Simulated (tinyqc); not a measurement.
Empirical pseudopotential in a few plane waves, step by step. Computed by tinyqc, a small Python program that keeps every step. Settings: plane-wave index or count = 15. Command: `OMP_NUM_THREADS=1 python tinyqc.py 22410 22411 out.jsonl` (the two numbers bound the seeds that draw the settings). One thread of a shared host (Intel(R) Xeon(R) Processor @ 2.60GHz), about 0.2 s of CPU time with the checks.

## Bloch Hamiltonian at k

Parameters chosen for this model: fcc lattice, atoms at +/- a/8 (1,1,1); form factors in rydberg at |G|^2 in units of (2 pi/a)^2:
```
parameter                 value      unit
a                      6.060000  angstrom
VS(3)                 -0.198000        Ry
VS(8)                  0.055000        Ry
VS(11)                 0.058000        Ry
VA(3)                         0        Ry
VA(4)                         0        Ry
VA(11)                        0        Ry
hbar^2/2m (2 pi/a)^2   4.095787        eV
```

k point k (2 pi / a): 0.000000  -0.530000  -0.410000

Basis: the 15 shortest G (labels in 2 pi/a), the same at every k. H(G,G') = c |k + G|^2 delta + VS(|G-G'|^2) cos((G-G').tau) + i VA sin((G-G').tau), tau = a/8 (1,1,1); 1 Ry = 13.605693 eV.

H(k) at k (eV):
```
           +0+0+0     -1-1-1     -1-1+1     -1+1-1     -1+1+1     +1-1-1     +1-1+1     +1+1-1
+0+0+0   1.839009   1.904894  -1.904894  -1.904894  -1.904894  -1.904894  -1.904894  -1.904894
-1-1-1   1.904894  21.826451   0.000000   0.000000  -0.748313   0.000000  -0.748313  -0.748313
-1-1+1  -1.904894   0.000000  15.109360   0.748313   0.000000   0.748313   0.000000   0.000000
-1+1-1  -1.904894   0.000000   0.748313  13.143382   0.000000   0.748313   0.000000   0.000000
-1+1+1  -1.904894  -0.748313   0.000000   0.000000   6.426291   0.000000   0.748313   0.748313
+1-1-1  -1.904894   0.000000   0.748313   0.748313   0.000000  21.826451   0.000000   0.000000
+1-1+1  -1.904894  -0.748313   0.000000   0.000000   0.748313   0.000000  15.109360   0.748313
+1+1-1  -1.904894  -0.748313   0.000000   0.000000   0.748313   0.000000   0.748313  13.143382
+1+1+1   1.904894   0.000000  -0.748313  -0.748313   0.000000  -0.748313   0.000000   0.000000
-2+0+0   0.000000  -1.904894  -1.904894  -1.904894   1.904894   0.557999  -0.557999  -0.557999
+0-2+0   0.000000  -1.904894  -1.904894   0.557999  -0.557999  -1.904894   1.904894  -0.557999
+0+0-2   0.000000  -1.904894   0.557999  -1.904894  -0.557999  -1.904894  -0.557999   1.904894
+0+0+2   0.000000  -0.557999   1.904894  -0.557999  -1.904894  -0.557999  -1.904894   0.557999
+0+2+0   0.000000  -0.557999  -0.557999   1.904894  -1.904894  -0.557999   0.557999  -1.904894
+2+0+0   0.000000  -0.557999  -0.557999  -0.557999   0.557999   1.904894  -1.904894  -1.904894

           +1+1+1     -2+0+0     +0-2+0     +0+0-2     +0+0+2     +0+2+0     +2+0+0
+0+0+0   1.904894   0.000000   0.000000   0.000000   0.000000   0.000000   0.000000
-1-1-1   0.000000  -1.904894  -1.904894  -1.904894  -0.557999  -0.557999  -0.557999
-1-1+1  -0.748313  -1.904894  -1.904894   0.557999   1.904894  -0.557999  -0.557999
-1+1-1  -0.748313  -1.904894   0.557999  -1.904894  -0.557999   1.904894  -0.557999
-1+1+1   0.000000   1.904894  -0.557999  -0.557999  -1.904894  -1.904894   0.557999
+1-1-1  -0.748313   0.557999  -1.904894  -1.904894  -0.557999  -0.557999   1.904894
+1-1+1   0.000000  -0.557999   1.904894  -0.557999  -1.904894   0.557999  -1.904894
+1+1-1   0.000000  -0.557999  -0.557999   1.904894   0.557999  -1.904894  -1.904894
+1+1+1   6.426291  -0.557999  -0.557999  -0.557999  -1.904894  -1.904894  -1.904894
-2+0+0  -0.557999  18.222158   0.748313   0.748313  -0.748313  -0.748313   0.000000
+0-2+0  -0.557999   0.748313  26.905228   0.748313  -0.748313   0.000000  -0.748313
+0+0-2  -0.557999   0.748313   0.748313  24.939250   0.000000  -0.748313  -0.748313
+0+0+2  -1.904894  -0.748313  -0.748313   0.000000  11.505067   0.748313   0.748313
+0+2+0  -1.904894  -0.748313   0.000000  -0.748313   0.748313   9.539089   0.748313
+2+0+0  -1.904894   0.000000  -0.748313  -0.748313   0.748313   0.748313  18.222158
```

## Levels at k

Diagonalise the Hermitian matrix.

eigenvalues (eV): -0.242305  4.069902  6.056243  7.422341  11.772358  12.743709  13.678346  14.091706  15.194710  19.527437  20.044637  20.317581  23.599717  26.129800  29.776746

## Bands along a path

The same steps at evenly spaced points between the labelled ones.

Bands along the path (eV), lowest eight:
```
k            band 1    band 2    band 3    band 4     band 5     band 6     band 7     band 8
L          0.250908  2.797098  7.638759  7.638759  10.663247  12.327872  12.327872  16.545634
L-G 0.20  -0.219510  3.408536  7.649649  7.649649  10.671594  12.264027  12.264027  16.660680
L-G 0.40  -0.846034  4.599580  7.799338  7.799338  10.837077  12.308575  12.308575  15.421950
L-G 0.60  -1.353889  6.056207  8.055495  8.055495  11.122984  12.177798  12.177798  14.353461
L-G 0.80  -1.671968  7.576671  8.336398  8.336398  11.434402  11.768227  11.768227  12.619962
G         -1.779617  8.472046  8.472046  8.472046  11.539049  11.539049  11.539049  11.697372
G-X 0.20  -1.635780  7.650259  8.090600  8.090600  11.259447  12.152417  12.152417  12.466911
G-X 0.40  -1.206363  6.168708  7.421765  7.421765  10.731167  12.454608  13.506568  13.506568
G-X 0.60  -0.498005  4.630057  6.871758  6.871758  10.320033  11.407847  15.171855  15.171855
G-X 0.80   0.477052  3.170682  6.560103  6.560103  10.185869  10.592381  17.014461  17.014461
X          1.699377  1.859063  6.527661  6.527661  10.154318  10.403456  18.982311  19.009354
```

With 4 band(s) filled, the highest filled level on these points lies at G and the lowest empty one at X: a gap of 1.6823 eV, indirect. This holds for the small fixed basis; with all plane waves up to |k + G|^2 = 21 (2 pi/a)^2 the gap along the path is 1.30 eV.

## Convergence with the number of plane waves

Levels at G counted from the fourth one.

Levels (eV):
```
plane waves     level 1   level 5   level 8
9            -13.318667         0  2.993252
15           -10.251664  3.067003  3.225326
27            -9.804844  2.984524  3.764569
51            -9.980081  3.027326  3.789261
59           -10.022346  2.866489  3.753730
65           -10.031471  2.826794  3.753730
89            -9.983021  2.863175  3.725998
```
